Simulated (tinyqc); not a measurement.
The basis set: RHF and MP2 along a ladder of basis sets, for BeH+, spin multiplicity 1. Computed by the program tinyqc with PySCF. Same geometry throughout; the dipole is taken about the origin.

Geometry (angstrom):

| atom | x | y | z |
|---|---|---|---|
| Be | 0.0000 | 0.0000 | 0.0000 |
| H | 0.0000 | 0.0000 | 1.1880 |

RHF and frozen-core MP2 in a ladder of bases:

| basis | functions | E(RHF) (hartree) | E(MP2 corr) (hartree) | HOMO (eV) | LUMO (eV) | dipole (debye) |
|---|---|---|---|---|---|---|
| sto-3g | 6 | -14.656460 | -0.011814 | -21.0482 | -7.3158 | 2.9158 |
| 3-21g | 11 | -14.753501 | -0.014706 | -20.9963 | -7.8314 | 2.7381 |
| 6-31g | 11 | -14.839540 | -0.014801 | -21.0586 | -7.7574 | 2.6159 |
| cc-pvdz | 19 | -14.842892 | -0.024855 | -21.0005 | -7.8597 | 2.6670 |
| cc-pvtz | 44 | -14.847395 | -0.029472 | -21.0472 | -7.8145 | 2.6454 |

Estimate the missing row, basis = 6-31g**.

Computed row:
```
basis    functions  E(RHF) (hartree)  E(MP2 corr) (hartree)  HOMO (eV)  LUMO (eV)  dipole (debye)
6-31g**         19        -14.844093              -0.024877   -21.0110    -7.7703          2.6330
```

From cc-pVDZ to cc-pVTZ the RHF energy falls by 4.5 mhartree and the correlation energy by 4.6. If valence correlation converges as X^-3, (27 E(T) - 8 E(D))/19 gives -0.0314 hartree, a rough estimate from such small X that usually falls short; STO-3G holds about 38 % of it. Beyond STO-3G the LUMO moves by 0.1 eV and the HOMO by 0.1 eV.
